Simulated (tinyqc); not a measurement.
# Bias-temperature instability, empirical power law with universal recovery: effect of the measurement delay

Threshold-voltage shift at the end of a stress: dV = A (V/V0)^g exp[-(Ea q/kB)(1/T - 1/T0)] (t/1 s)^n. After a delay tr the permanent share pp stays and the rest falls by r = 1/(1 + B (tr/t)^be). An empirical model: its parameters are fits, not properties.

At V0 and T0. The apparent n comes from the measured shifts at ts/100 and ts, and the projection extends that line from ts to ten years (3.15576e8 s).

Values chosen for this exercise:
- V0 = 1.9 V (reference stress voltage)
- T0 = 373 K (reference temperature)
- A = 10 mV (shift after 1 s at V0 and T0)
- n = 0.24 (time exponent)
- g = 5.9 (voltage exponent)
- Ea = 0.07 eV (apparent activation energy of the shift)
- pp = 0.38 (permanent share)
- B = 5.1 (recovery scale)
- be = 0.22 (recovery dispersion)
- ts = 100 s (stress time)

Constants: q = 1.602176634e-19 C, kB = 1.380649e-23 J/K. Results are converted to the units shown.

The same in every row: true shift (mV) = 1096.

Result of one run:
```
share left at ts  apparent n  projected shift (mV)
0.9205                0.2648                  1462
```

Which delay before the measurement tr gave this result: 1e-6, 1e-5, 0.0001, 0.001 or 1 s?

tr = 1e-5 s.

The whole series:
```
tr (s)  share left at ts  apparent n  projected shift (mV)
1e-6              0.9495      0.2569                  1340
1e-5              0.9205      0.2648                  1462
0.0001            0.8784      0.2741                  1603
0.001             0.8212      0.2832                  1718
0.01              0.7507      0.2896                  1729
0.1               0.6730      0.2910                  1582
1                 0.5974      0.2868                  1318
10                0.5322      0.2786                  1040
```

The share left falls from 0.950 to 0.532 and the apparent n goes from 0.257 through a maximum of 0.291 (at tr = 0.1 s among the rows listed) to 0.279. The projection is 22 % above the true ten-year shift in the first row and 5.1 % below it in the last: a lower start and a steeper slope work against each other.

tinyqc, about 0.01 s, one thread, Intel Xeon 2.30GHz (shared host): `OMP_NUM_THREADS=1 python tinyqc.py 2070017 2070018 out.jsonl`
